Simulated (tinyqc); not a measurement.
Stretching all distances: RHF, UHF, MP2, CISD and CCSD against full CI in the sto-6g basis, for H4, spin multiplicity 1. Computed by the program tinyqc with PySCF. 

Geometry (angstrom):
```
atom,x,y,z
H,0.0000,0.0000,0.0000
H,0.0000,0.0000,0.7750
H,0.0000,0.0000,1.6570
H,0.0000,0.0000,2.4330
```

All coordinates are multiplied by the scale. c0^2 is the weight of the RHF determinant in the lowest singlet FCI state (UHF is spin-contaminated and may lie near states of higher spin) and n(LUMO) the first natural occupation beyond the occupied space.

Full CI energy (hartree) and errors against it (kcal/mol):
```
scale,distance 1-2 (angstrom),E(FCI),RHF,UHF,MP2,CISD,CCSD,<S^2> UHF,c0^2,n(LUMO)
0.940,0.729,-2.19208,24.852,24.852,8.035,0.192,0.008,0.000,0.976,0.037
1.120,0.868,-2.21930,32.921,32.921,11.909,0.467,0.024,0.000,0.961,0.059
1.300,1.008,-2.19083,43.404,43.404,17.209,1.059,0.057,0.000,0.938,0.090
1.480,1.147,-2.14073,56.872,54.335,24.284,2.235,0.111,0.332,0.904,0.133
1.670,1.294,-2.08282,74.859,55.009,33.956,4.535,0.168,0.837,0.854,0.194
1.850,1.434,-2.03213,95.682,48.391,45.193,8.170,0.162,1.200,0.792,0.267
2.030,1.573,-1.98965,119.908,38.611,57.985,13.535,-0.023,1.472,0.721,0.351
```

UHF parts from RHF first at scale 1.48 of those listed, where <S^2> leaves zero. The weight c0^2 goes from 0.98 to 0.72 and n(LUMO) from 0.04 to 0.35: static correlation grows as the bonds break into open-shell fragments. The spread of the error along the curve, which distorts its shape, is CCSD 0.2, CISD 13.3, UHF 30.2, MP2 49.9, RHF 95.1 kcal/mol.
